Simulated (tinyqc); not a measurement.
Linear model of a band gap against the share of exact exchange, step by step. Values are carried at full precision from step to step, so a last printed digit may differ when a step is redone from the rounded ones.

E(alpha) = E0 + S alpha. A wider gap screens less, modelled in the Penn form eps(alpha) = 1 + (e0 - 1)(EP/(EP + S alpha))^2 with a scale EP chosen for the exercise. A dielectric-dependent hybrid takes alpha = 1/eps.

Inputs chosen for the exercise (of the order of those of SiO2; not measured data): E0 = 5.58 eV (gap of the semi-local functional); S = 10.25 eV (slope dE/d(alpha)); e0 = 2.51 (optical dielectric constant at alpha = 0); EP = 29.6 eV (energy scale of the screening); Et = 8.85 eV (target gap); a_start = 0.5 (starting alpha); fv = 0.54 (share of the opening taken by the valence edge); Ed = 3.91 eV (defect level above the semi-local valence top); cd = 0 (shift of the level per unit opening, on the scale of the mean potential).

## Fixed shares

Gap, error against the target and eps for alpha = 0, 0.25 and 1/e0; and the alpha that meets the target, (Et - E0)/S.

Results:

| alpha | E (eV) | E - Et (eV) | eps |
|---|---|---|---|
| 0.0000 | 5.580 | -3.270 | 2.510 |
| 0.2500 | 8.143 | -0.708 | 2.279 |
| 0.3984 | 9.664 | 0.814 | 2.166 |

alpha for the target = 0.3190

A quarter of exact exchange falls short of the target by 0.71 eV: the material needs 0.319, and 1/e0 = 0.398 lies further from it than 0.25 does.

## Self-consistent share

Iterate alpha -> 1/eps(alpha) seven times from a_start. The fixed point solves alpha eps(alpha) = 1; the contraction factor there is 2 (eps - 1) S/((EP + S alpha) eps^2).

Iterates:

| step | alpha | eps | E (eV) |
|---|---|---|---|
| 0 | 0.50000 | 2.0972 | 10.7050 |
| 1 | 0.47683 | 2.1123 | 10.4675 |
| 2 | 0.47341 | 2.1146 | 10.4324 |
| 3 | 0.47290 | 2.1149 | 10.4272 |
| 4 | 0.47283 | 2.1150 | 10.4265 |
| 5 | 0.47282 | 2.1150 | 10.4264 |
| 6 | 0.47281 | 2.1150 | 10.4263 |
| 7 | 0.47281 | 2.1150 | 10.4263 |

fixed point = 0.47281
contraction factor = 0.1483

The factor is positive, so the iterates approach from one side, the error shrinking to 0.15 of itself each step; the gap is within 0.01 eV of its limit from step 2. Self-consistency moves the gap by +0.763 eV against the one-shot choice 1/e0, since a wider gap screens less.

## Band edges and a deep level

The opening c = S alpha lowers the valence top by fv c and raises the conduction edge by (1 - fv) c, both against the mean potential; the level moves by cd c. Use the fixed point. Compare with stretching the level in proportion to the gap and with pinning it to either edge.

opening c = 4.846 eV

shifts of the valence and conduction edges (eV): -2.617  2.229

level above the valence top = 6.527 eV
level below the conduction edge = 3.899 eV

level above the valence top: stretched, tied to the valence edge, tied to the conduction edge (eV): 7.306  3.910  8.756

The three recipes err by +0.78, -2.62 and +2.23 eV against alignment through the mean potential. A localised level with cd = 0 stays put while the edges move away from it.

## Checks

- Fixed point by bisection against 60 substitutions: both 0.47281.

Program tinyqc; command `OMP_NUM_THREADS=1 python tinyqc.py 1850385 1850386 out.jsonl`; about 0.01 s on one thread of a shared Intel(R) Xeon(R) Processor @ 2.30GHz.
